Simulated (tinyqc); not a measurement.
What moves the results: Penn model of the dielectric constant and Phillips ionicity. A value that a table varies takes the place of the one given here.

n = 32/a^3; Ep^2 = 8 pi c e2 n with c = hbar^2/2m0, e2 = e^2/(4 pi eps0); EF = c (3 pi^2 n)^(2/3); eps = 1 + (Ep/Eg)^2 S with S = 1 - Eg/(4 EF) + (Eg/(4 EF))^2/3, Eg the Penn gap. Core d shells are left out.

Phillips: bond length d = sqrt(3) a/4; homopolar gap Eh = 39.74 d^(-2.48) eV (d in angstrom); Eg^2 = Eh^2 + C^2; ionicity fi = C^2/Eg^2.

Constants: hbar^2/2m0 = 3.80998211 eV angstrom^2; e^2/(4 pi eps0) = 14.39964547 eV angstrom.

Parameters, chosen for this exercise (out of a larger set: near those of CdTe; not measured data): a = 6.472 angstrom (cubic lattice constant, 32 valence electrons a cell); C0 = 5.2 eV (ionic gap, held fixed); ei = 7.38 (high-frequency dielectric constant).

## Dielectric constant under pressure

The lattice constant is scaled by the factor listed; C = C0.

Results:
```
factor  Eh (eV)  Eg (eV)  Ep (eV)    eps     fi
0.94      3.597    6.323   13.999  5.163  0.676
0.96      3.414    6.221   13.563  5.020  0.699
0.98      3.244    6.129   13.150  4.875  0.720
0.99      3.163    6.087   12.952  4.802  0.730
1.00      3.086    6.047   12.758  4.729  0.740
1.01      3.010    6.009   12.569  4.656  0.749
1.02      2.938    5.972   12.384  4.583  0.758
1.04      2.800    5.906   12.029  4.439  0.775
```

d ln eps/d ln a = -1.54 around factor 1: eps rises under compression. Ep^2 goes as a^-3 and Eh^2 as a^-4.96; with C fixed Eg^2 goes as a^-1.29 at fi = 0.740, and leaving S aside the two powers balance at fi = 0.395. The slope is a difference of two powers and the model omits d shells and any change of C, so it is no prediction for a real crystal; eps from C0 (row 1.00) need not match a measured ei.

## What moves the Penn gap and the ionicity

Eg from ei; fi = 1 - (Eh/Eg)^2, printed even where negative. Each row changes one parameter from the base and keeps the others.

Results:
```
case                Ep (eV)  Eg (eV)  Eh (eV)     fi
base                 12.758    4.716    3.086  0.572
a = 6.601 angstrom   12.386    4.575    2.938  0.588
ei = 6.64            12.758    4.995    3.086  0.618
```

The largest shifts from the base row, up to three for each result and ties (the steps differ in size, so this ranks the rows, not the parameters). Ep (eV): a -0.372; unchanged at the printed digits by ei. Eg (eV): ei +0.279, a -0.141. Eh (eV): a -0.147; unchanged at the printed digits by ei. fi: ei +0.046, a +0.016. With the tabulated Phillips C of about 4.9 eV, fi would be 0.72; this model leaves out the d-shell factor.

Computed by tinyqc, a small Python program: `OMP_NUM_THREADS=1 python tinyqc.py 1652252 1652253 out.jsonl` (the numbers bound the seed that draws the inputs); one thread of a shared host (Intel(R) Xeon(R) Processor @ 2.30GHz), about 0.01 s for the whole set of steps.
